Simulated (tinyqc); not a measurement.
# Contact resistivity and sheet resistance from two contact lengths

Problem. Rc = [sqrt(rc Rsh)/Wc] coth(Lc/(2 LT)), LT = sqrt(rc/Rsh), Wc = 22 nm; the second contact is twice as long as the first. Find LT, rc and Rsh.

Rc for Lc = 30 and 60 nm (ohm): [360.640713, 255.752375]

Answer. With t = tanh(Lc/(2 LT)) for the shorter contact, the resistance of the longer over that of the shorter is (1 + t^2)/2. Then sqrt(rc Rsh) = Rc t Wc, and rc and Rsh follow by multiplying and dividing by LT.

LT = 19.5 nm
rc = 1.00e-9 ohm cm^2
Rsh = 263 ohm

Numbers from tinyqc (`OMP_NUM_THREADS=1 python tinyqc.py 2170128 2170129 out.jsonl`; about 0.1 s on one thread of a shared Intel Xeon 2.30GHz).
